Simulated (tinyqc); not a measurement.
Capacitance measurement on a leaky thin oxide: effects of series resistance and leakage: one step of the calculation.

The device is a capacitance C in parallel with a leakage conductance G, in series with Rs and Ls. An impedance meter reports either a parallel pair (Cp, Gp) from Y = 1/Z = Gp + i w Cp or a series pair (Cs, Rm) from Z = Rm + 1/(i w Cs); w = 2 pi f, dissipation D = Gp/(w |Cp|).

Task. True capacitance and conductance. EOT = 3.9 tox/eox; CET = EOT + zc + zp; C = 3.9 eps0 A/CET; G = Jg A/Vs.

Inputs (values chosen for the exercise); values of the order met in thin-oxide MOS capacitors:
- eox = 25.6 (relative permittivity of the gate insulator (close to zirconium oxide))
- tox = 6 nm (insulator thickness)
- A = 400 um^2 (gate area)
- zc = 0.34 nm (oxide-equivalent thickness added by the accumulation layer)
- zp = 0 nm (oxide-equivalent thickness added by gate depletion)
- Jg = 0.022 A/cm^2 (gate leakage current density, not matched to the thickness)
- Vs = 0.25 V (voltage for an e-fold rise of the leakage)

Constants: eps0 = 8.8541878128e-14 F/cm where lengths are in cm. Results are converted to the units shown.

Wanted: EOT; CET; C; G.

Result.

EOT = 0.9141 nm
CET = 1.254 nm
C = 11.01 pF
G = 0.3520 uS

Program tinyqc, `OMP_NUM_THREADS=1 python tinyqc.py 2022061 2022062 out.jsonl`; Intel Xeon 2.30GHz, shared host, one thread, about 0.01 s.
